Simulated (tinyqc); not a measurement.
Inside a calculation. Model: Schottky barrier on an n-type semiconductor with a doping step, non-linear Poisson equation by Newton steps.

Computed by the program tinyqc: `OMP_NUM_THREADS=1 python tinyqc.py 2020038 2020039 out.jsonl`, one thread of a shared Intel Xeon 2.30GHz, about 0.07 s for the whole run. Printed values are rounded.

One dimension, metal at x = 0, donor density C(x) = N1 for x < x1 and Nd beyond. Energies are counted from the electron Fermi level of the semiconductor and the conduction-band edge is Ec = -psi, so n = Nc exp(psi/Vt); holes follow the Fermi level of the metal, at -V, so p = Nv exp((V - psi - Eg)/Vt). Ends: psi(0) = V - phiB and psi = Vt ln(Nd/Nc) deep inside. Boltzmann statistics, full ionisation, no current, no image force in the Poisson equation.

Inputs (values chosen for the exercise); band and dielectric values those of a made-up semiconductor: temperature T = 300 K; band gap Eg = 1.55 eV; relative permittivity eps_r = 10.5; conduction-band density of states at T Nc = 5.34e17 cm^-3; valence-band density of states at T Nv = 8.65e18 cm^-3; donor density deep in the semiconductor Nd = 2.2e16 cm^-3; barrier height phiB = 0.92 eV; bias of the metal against the semiconductor V = 0.23 V; depth of the doping step x1 = 140 nm; donor density above the step N1 = 2.2e15 cm^-3.

Constants: q = 1.602176634e-19 C, kB = 1.380649e-23 J/K, Vt = kB T/q, eps0 = 8.8541878128e-14 F/cm where lengths are in cm. Results are converted to the units shown.

## End potentials, built-in voltage, Debye length

psi_0 = V - phiB, psi_b = Vt ln(Nd/Nc), Vbi = phiB - Vt ln(Nc/Nd), LD = sqrt(eps0 eps_r Vt/(q Nd)), W = sqrt(2 eps0 eps_r (Vbi - V)/(q Nd)), hole density at the metal p_0 = Nv exp((phiB - Eg)/Vt).

psi_0 = -0.69 V
psi_b = -0.0824512 V
Vbi = 0.837549 V
LD = 26.1126 nm
W for uniform Nd = 179.023 nm
p_0 = 2.25674e8 cm^-3

The hole density at the metal is 1.0e-8 times Nd, so holes hardly matter.

## Doping on the mesh

| node | x (nm) |
|---|---|
| 0 | 0 |
| 1 | 19 |
| 2 | 43.7 |
| 3 | 75.8 |
| 4 | 118 |
| 5 | 172 |
| 6 | 243 |
| 7 | 334 |
| 8 | 454 |
| 9 | 609 |

C = N1 for x < x1 and Nd beyond, taken at the nodes.

| node | donor density C (cm^-3) |
|---|---|
| 0 | 2.2e15 |
| 1 | 2.2e15 |
| 2 | 2.2e15 |
| 3 | 2.2e15 |
| 4 | 2.2e15 |
| 5 | 2.2e16 |
| 6 | 2.2e16 |
| 7 | 2.2e16 |
| 8 | 2.2e16 |
| 9 | 2.2e16 |

## Couplings between neighbouring nodes

a_i = eps0 eps_r/h_i for the interval from node i to i + 1, with h_i = x_(i+1) - x_i in cm.

| interval | coupling a_i (F/cm^2) |
|---|---|
| 0 | 4.89310e-7 |
| 1 | 3.76393e-7 |
| 2 | 2.89623e-7 |
| 3 | 2.20306e-7 |
| 4 | 1.72165e-7 |
| 5 | 1.30942e-7 |
| 6 | 1.02164e-7 |
| 7 | 7.74741e-8 |
| 8 | 5.99800e-8 |

## Starting potential

A straight line in x from psi_0 = V - phiB to psi_b = Vt ln(Nd/Nc).

| node | psi at the start (V) |
|---|---|
| 0 | -0.690000 |
| 1 | -0.671045 |
| 2 | -0.646404 |
| 3 | -0.614381 |
| 4 | -0.572281 |
| 5 | -0.518410 |
| 6 | -0.447579 |
| 7 | -0.356796 |
| 8 | -0.237082 |
| 9 | -0.082451 |

## Iteration 1: densities, residual and Jacobian diagonal

n_i = Nc exp(psi_i/Vt), p_i = Nv exp((V - psi_i - Eg)/Vt), rho_i = p_i - n_i + C_i, g_i = (n_i + p_i)/Vt. Box widths w_i = (h_(i-1) + h_i)/2 in cm. Residual F_i = a_i (psi_(i+1) - psi_i) - a_(i-1) (psi_i - psi_(i-1)) + q rho_i w_i; Jacobian: a_(i-1) and a_i beside the diagonal, b_i = -a_(i-1) - a_i - q g_i w_i on it. The two end nodes are fixed.

| node | n (cm^-3) | p (cm^-3) |
|---|---|---|
| 0 | 1.36789e6 | 2.25674e8 |
| 1 | 2.84759e6 | 1.08407e8 |
| 2 | 7.38635e6 | 4.17930e7 |
| 3 | 2.54918e7 | 1.21097e7 |
| 4 | 1.29909e8 | 2.37625e6 |
| 5 | 1.04385e9 | 2.95729e5 |
| 6 | 1.61638e10 | 19098.0 |
| 7 | 5.41545e11 | 570.032 |
| 8 | 5.55574e13 | 5.55637 |
| 9 | 2.2e16 | 0.0140317 |

| node | residual F (C/cm^2) | diagonal b (F/cm^2) |
|---|---|---|
| 1 | 7.70166e-10 | -8.65703e-7 |
| 2 | 1.00104e-9 | -6.66016e-7 |
| 3 | 1.30946e-9 | -5.09929e-7 |
| 4 | 1.69542e-9 | -3.92470e-7 |
| 5 | 2.20299e-8 | -3.03107e-7 |
| 6 | 2.85508e-8 | -2.33107e-7 |
| 7 | 3.71856e-8 | -1.79673e-7 |
| 8 | 4.83435e-8 | -1.42188e-7 |

## Iteration 1: Newton step

Solve the tridiagonal system a_(i-1) d_(i-1) + b_i d_i + a_i d_(i+1) = -F_i for nodes 1 to 8, with d = 0 on fixed nodes. If the largest |d| exceeds 4 Vt, the whole step is scaled down so that it equals 4 Vt.

| node | Newton step d, before damping (V) |
|---|---|
| 1 | 0.13245 |
| 2 | 0.30259 |
| 3 | 0.52025 |
| 4 | 0.80045 |
| 5 | 1.14916 |
| 6 | 1.43939 |
| 7 | 1.53194 |
| 8 | 1.17470 |

| node | psi after iteration 1 (V) |
|---|---|
| 0 | -0.690000 |
| 1 | -0.662105 |
| 2 | -0.625979 |
| 3 | -0.579263 |
| 4 | -0.518249 |
| 5 | -0.440840 |
| 6 | -0.350418 |
| 7 | -0.253388 |
| 8 | -0.157788 |
| 9 | -0.082451 |

## Course of the Newton iteration

Stop when the largest undamped |d| is below 1e-9 V, or after 80 iterations.

Course of the iteration:

| iteration | largest \|F\| (C/cm^2) | largest \|d\| (V) | at node |
|---|---|---|---|
| 1 | 4.83e-8 | 1.53 | 7 |
| 2 | 4.29e-8 | 1.01 | 6 |
| 3 | 2.90e-8 | 0.490 | 6 |
| 4 | 1.92e-8 | 0.168 | 5 |
| 5 | 2.73e-8 | 0.0136 | 5 |
| 6 | 4.92e-9 | 4.27e-3 | 6 |
| 7 | 3.39e-10 | 3.39e-4 | 6 |
| 8 | 1.90e-12 | 1.92e-6 | 6 |
| 9 | 6.04e-17 | 6.11e-11 | 6 |

Converged in 9 iterations. Once the step is below 0.1 Vt, 2 more iteration(s) reach the threshold: near the solution the error is roughly squared each time.

## Converged densities, field and barrier lowering

| node | converged psi (V) |
|---|---|
| 0 | -0.690000 |
| 1 | -0.624295 |
| 2 | -0.540925 |
| 3 | -0.436035 |
| 4 | -0.304084 |
| 5 | -0.145067 |
| 6 | -0.089302 |
| 7 | -0.082888 |
| 8 | -0.082468 |
| 9 | -0.082451 |

n and p as above; E_i = -(psi_(i+1) - psi_i)/h_i; at the metal |E_0| = |E on interval 0| + q rho_0 (h_0/2)/(eps0 eps_r), rho_0 = p_0 - n_0 + C_0; image-force lowering dphi = sqrt(q |E_0|/(4 pi eps0 eps_r)).

| node | n (cm^-3) | p (cm^-3) |
|---|---|---|
| 0 | 1.36789e6 | 2.25674e8 |
| 1 | 1.73717e7 | 1.77702e7 |
| 2 | 4.36913e8 | 7.06542e5 |
| 3 | 2.52629e10 | 12219.4 |
| 4 | 4.16052e12 | 74.1969 |
| 5 | 1.95216e15 | 0.158131 |
| 6 | 1.68783e16 | 0.0182896 |
| 7 | 2.16315e16 | 0.0142707 |
| 8 | 2.19857e16 | 0.0140408 |
| 9 | 2.2e16 | 0.0140317 |

| interval | field E (kV/cm) |
|---|---|
| 0 | -34.5814 |
| 1 | -33.7530 |
| 2 | -32.6763 |
| 3 | -31.2678 |
| 4 | -29.4476 |
| 5 | -7.8543 |
| 6 | -0.7049 |
| 7 | -0.0350 |
| 8 | -0.0011 |

|E_0| at the metal = 34.9416 kV/cm
image-force lowering = 21.8903 mV

A mesh of about 1000 nodes or more gives |E_0| = 35.57 kV/cm; the 10-node value is 1.8 % below it.
